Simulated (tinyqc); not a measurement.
Geometry relaxation of a small cluster: one step, computed by the program tinyqc. Command: `OMP_NUM_THREADS=1 python tinyqc.py 3015192 3015193 out.jsonl relax walk`. One thread of a shared host (Intel(R) Xeon(R) Processor @ 2.30GHz), about 0.03 s of CPU time with the checks.

E = sum_i {sum_j A exp(-p (r_ij/r0 - 1)) - xi sqrt(rho_i)}, rho_i = sum_j exp(-2 q (r_ij/r0 - 1)); the force on i is -sum_j w_ij (R_i - R_j)/r_ij with w_ij = -(2p/r0) A exp(-p (r_ij/r0 - 1)) + (xi q/r0) exp(-2 q (r_ij/r0 - 1)) (rho_i^(-1/2) + rho_j^(-1/2)).

Task: The first two steps. Conjugate gradient (Polak-Ribiere): d = F + beta d(old), beta = max(0, F.(F - F(old))/|F(old)|^2), d = F at first; step length from one secant, s = eta (F.d)/(F.d - F(R + eta d).d), replaced by eta if that is not positive; R(new) = R + s d. No atom moves more than 0.3 angstrom a step (the whole step is scaled). Stop when the largest force component is below 1e-5 eV/angstrom.

Inputs (values chosen for the exercise, for model atoms):

| quantity | value | unit |
|---|---|---|
| length r0 | 2.92 | angstrom |
| repulsion A | 0.12 | eV |
| hopping xi | 1.63 | eV |
| decay p | 11.3 | - |
| decay q | 2.88 | - |
| step factor eta | 0.018 | angstrom^2/eV |

Potential: Gupta. Method: conjugate gradient.

starting positions (angstrom):
```
            x      y      z
atom 1  -0.18  -0.19  -0.17
atom 2   2.93   0.03  -0.08
atom 3   1.52   2.28    0.2
atom 4   1.18   0.99   2.18
atom 5   1.54   0.67  -2.27
```

Give: positions after step 1; energy after step 1; positions after step 2; energy after step 2.

Result:

positions after step 1 (angstrom):
```
              x        y        z
atom 1  -0.1126  -0.1500  -0.1657
atom 2   2.8928   0.0305  -0.0682
atom 3   1.5217   2.3258   0.0710
atom 4   1.1627   0.9011   2.2473
atom 5   1.5254   0.6726  -2.2244
```

energy after step 1 = -13.656 eV

positions after step 2 (angstrom):
```
             x        y        z
atom 1  0.1010  -0.0209  -0.1169
atom 2  2.7749   0.0311   0.0226
atom 3  1.4730   2.2564  -0.0166
atom 4  1.1670   0.8158   2.1141
atom 5  1.4741   0.6976  -2.1432
```

energy after step 2 = -13.857 eV
